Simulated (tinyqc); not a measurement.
Inside a calculation. Model: strained alloy layer of InAs and AlAs on (001) InP, model-solid band line-up.

Computed by the program tinyqc: `OMP_NUM_THREADS=1 python tinyqc.py 2690157 2690158 out.jsonl`, one thread of a shared Intel Xeon 2.30GHz, about 0.01 s for the whole run. Printed values are rounded.

The layer is x parts of the first compound and 1 - x of the second, grown coherently on the third as substrate and barrier. Rows of the table: lattice constant a, average valence level Ea on an absolute scale, spin-orbit splitting so, gaps at Gamma, X and L, hydrostatic deformation potentials av and ac (Gamma), shear potential b, elastic constants, electron and heavy-hole (along z) masses. All are interpolated linearly in x; gaps get -C x (1 - x), taken wholly in the conduction band; real line-ups can differ from this model by 0.1 eV or more.

Values chosen for this exercise: fraction of the first compound in the layer x = 0.44; bowing of the Gamma gap CG = 0.7 eV; bowing of the X gap CX = 0 eV; bowing of the L gap CL = 0 eV.

## Relaxed alloy and strain

Binary compounds, values chosen for the exercise:
```
              close to InAs  close to AlAs  close to InP
a (angstrom)          6.058          5.661         5.869
Ea (eV)               -6.67          -7.49         -7.04
so (eV)               0.376          0.281         0.111
EG (eV)               0.355           2.99          1.34
EX (eV)                1.38           2.15           2.2
EL (eV)                1.07           2.37          1.96
av (eV)               0.986           2.45          1.26
ac (eV)               -5.09          -5.66         -5.08
b (eV)                -1.81           -1.5         -1.68
c11 (GPa)              82.2            127           100
c12 (GPa)              44.8           53.7          55.8
me (m0)               0.023          0.149        0.0802
mh (m0)               0.334          0.467         0.531
```

In-plane strain e = (a_substrate - a)/a, e_z = -2 (c12/c11) e, volume change 2 e + e_z.

a = 5.835680 angstrom
Gamma gap = 1.658120 eV
X gap = 1.811200 eV
L gap = 1.798 eV
e = 0.5709703 %
e_z = -0.5298856 %
volume change = 0.6120550 %

The relaxed alloy has its lowest gap at Gamma (direct). The layer is under tensile in-plane strain.

## Band edges and offsets

In-plane strain e = (a_substrate - a)/a, e_z = -2 (c12/c11) e, volume change 2 e + e_z. With v = 2 e + e_z and d = 2 b (e_z - e): Eav = Ea + av v; E_hh = Eav + so/3 - d/2; E_lh = Eav - so/6 + d/4 + sqrt(so^2 + so d + 9 d^2/4)/2; E_c = Ea + so/3 + EG + ac v (Gamma). Substrate: E_v = Ea + so/3, E_c = E_v + EG. Well depths: dEc = E_c(substrate) - E_c, dEhh = E_hh - E_v(substrate), dElh likewise; strained Gamma gap E_c - max(E_hh, E_lh); positive values confine carriers in the layer.

d = 0.03602881 eV
E_hh = -7.028562 eV
E_lh = -6.990639 eV
E_c = -5.396587 eV
strained Gamma gap = 1.594052 eV
dEc = -0.2664127 eV
dEhh = -0.02556167 eV
dElh = 0.01236099 eV

The light-hole band lies on top, by 37.9 meV. At Gamma the line-up is type II, holes in the layer and electrons outside.

## Critical thickness

In-plane strain e = (a_substrate - a)/a. Matthews-Blakeslee for 60-degree dislocations in a single layer: hc = k (ln(hc/bv) + 1), k = bv (1 - nu/4)/(4 pi |e| (1 + nu)), nu = c12/(c11 + c12), bv = a/sqrt(2); the larger root.

nu = 0.3169502
bv = 0.4126449 nm
hc = 19.53045 nm

The layer, Lw = 14.5 nm, is thinner than hc, so it stays coherent by this criterion.
